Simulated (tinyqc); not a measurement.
Comparisons within one model: defect-molecule model of a vacancy with Jahn-Teller distortion. A value that a table varies takes the place of the one given here.

Four dangling hybrids a, b, c, d point into the vacancy: H_ii = E0, and -gm between any two. A tetragonal distortion Q pairs a with b and c with d: those two couplings become -gm - I Q and the other four -gm + I Q/2, at an elastic cost k Q^2/2. The a1 level holds two electrons; charge states 2+, + and 0 put n = 0, 1, 2 more into the lowest level of t2 origin. Energy from the 2+ state at Q = 0, with the Fermi level mu counted from Ev: W_n(Q) = n (et - 2 I Q) + k Q^2/2 + Uc n (n - 1)/2 - n mu. et = E0 + gm is the undistorted t2 level.

Constants: kB = 8.617333262e-05 eV/K.

Parameters, chosen for this exercise (of the size used for the vacancy in silicon; shifted at random, so the results belong to these values and not to a real crystal): E0 = 0.04 eV (level of a dangling hybrid, from Ev); gm = 0.33 eV (coupling between two dangling hybrids); I = 1.11 eV/angstrom (Jahn-Teller coupling); k = 12.2 eV/angstrom^2 (force constant of the mode); Uc = 0.35 eV (repulsion of two electrons in one orbital); T = 300 K (temperature); mu1 = 0.02 eV (first Fermi level).

## Occupation against the Fermi level

Weights g_n exp(-W_n/kT) with W_n = n et - n^2 E_JT + Uc n (n - 1)/2 - n mu, E_JT = 2 I^2/k, degeneracies 1, 6 (spin and three axes) and 3; mu = mu1 + 0.03 j eV.

Shares:

| mu (eV) | 2+ | + | 0 | mean charge |
|---|---|---|---|---|
| 0.02 | 0.9806 | 0.0192 | 0.0003 | 1.9803 |
| 0.05 | 0.9389 | 0.0586 | 0.0025 | 1.9364 |
| 0.08 | 0.8157 | 0.1626 | 0.0218 | 1.7939 |
| 0.11 | 0.5241 | 0.3334 | 0.1425 | 1.3816 |
| 0.14 | 0.1724 | 0.3500 | 0.4776 | 0.6949 |
| 0.17 | 0.0280 | 0.1815 | 0.7904 | 0.2376 |
| 0.20 | 0.0032 | 0.0669 | 0.9298 | 0.0734 |
| 0.23 | 0.0003 | 0.0220 | 0.9776 | 0.0227 |
| 0.26 | 0.0000 | 0.0070 | 0.9930 | 0.0071 |

How do the results move?

U_eff = Uc - 2 E_JT = -0.054 eV and kT = 25.9 meV. The + state reaches at most 35 % on these rows, at mu = 0.14 eV. The mean charge goes from 1.98 to 0.01.

## When U turns negative

The force constant is varied. E_JT = 2 I^2/k, E(2+/+) = et - E_JT, E(+/0) = et - 3 E_JT + Uc, U_eff = Uc - 2 E_JT.

Against k:

| k (eV/angstrom^2) | E_JT (eV) | (2+/+) (eV) | (+/0) (eV) | U_eff (eV) | Q of the neutral state (angstrom) |
|---|---|---|---|---|---|
| 8 | 0.3080 | 0.0620 | -0.2041 | -0.2661 | 0.5550 |
| 12 | 0.2054 | 0.1646 | 0.1040 | -0.0607 | 0.3700 |
| 16 | 0.1540 | 0.2160 | 0.2580 | 0.0420 | 0.2775 |
| 24 | 0.1027 | 0.2673 | 0.4120 | 0.1447 | 0.1850 |
| 32 | 0.0770 | 0.2930 | 0.4890 | 0.1960 | 0.1388 |
| 48 | 0.0513 | 0.3187 | 0.5660 | 0.2473 | 0.0925 |
| 64 | 0.0385 | 0.3315 | 0.6045 | 0.2730 | 0.0694 |
| 96 | 0.0257 | 0.3443 | 0.6430 | 0.2987 | 0.0462 |

k at which U_eff = 0 = 14.08 eV/angstrom^2

How do the results move?

Levels below 0 lie in the valence band. U_eff is negative for k below 4 I^2/Uc = 14.1: 2 of the 8 rows. The gain grows as n^2, so the second electron wins 3 E_JT where the first wins E_JT. For a stiff lattice the levels tend to et = 0.370 and et + Uc = 0.720 eV. Distortions above about 0.5 angstrom (1 of the rows) are beyond a linear coupling.

## What each parameter does

E_JT = 2 I^2/k, E(2+/+) = et - E_JT, E(+/0) = et - 3 E_JT + Uc, U_eff = E(+/0) - E(2+/+); a1 level E0 - 3 gm. Each row changes one parameter from the base and keeps the others.

Results:

| case | (2+/+) (eV) | (+/0) (eV) | U_eff (eV) | a1 (eV) |
|---|---|---|---|---|
| base | 0.1680 | 0.1140 | -0.0540 | -0.9500 |
| E0 = 0.09 eV | 0.2180 | 0.1640 | -0.0540 | -0.9000 |
| gm = 0.37 eV | 0.2080 | 0.1540 | -0.0540 | -1.0700 |
| I = 1.221 eV/angstrom | 0.1256 | -0.0132 | -0.1388 | -0.9500 |
| k = 13.42 eV/angstrom^2 | 0.1864 | 0.1691 | -0.0172 | -0.9500 |
| Uc = 0.41 eV | 0.1680 | 0.1740 | 0.0060 | -0.9500 |

How do the results move?

The largest shifts from the base row, up to three for each result and ties (the steps differ in size, so this ranks the rows, not the parameters). (2+/+) (eV): E0 +0.0500, I -0.0424, gm +0.0400; unchanged at the printed digits by Uc. (+/0) (eV): I -0.1272, Uc +0.0600, k +0.0551. U_eff (eV): I -0.0848, Uc +0.0600, k +0.0367; unchanged at the printed digits by E0 and gm. a1 (eV): gm -0.1200, E0 +0.0500; unchanged at the printed digits by I, k and Uc. E0 and gm move both levels alike, so U_eff depends on I, k and Uc alone.

Computed by tinyqc, a small Python program: `OMP_NUM_THREADS=1 python tinyqc.py 1480576 1480577 out.jsonl` (the numbers bound the seed that draws the inputs); one thread of a shared host (Intel(R) Xeon(R) Processor @ 2.30GHz), about 0.01 s for the whole set of steps.
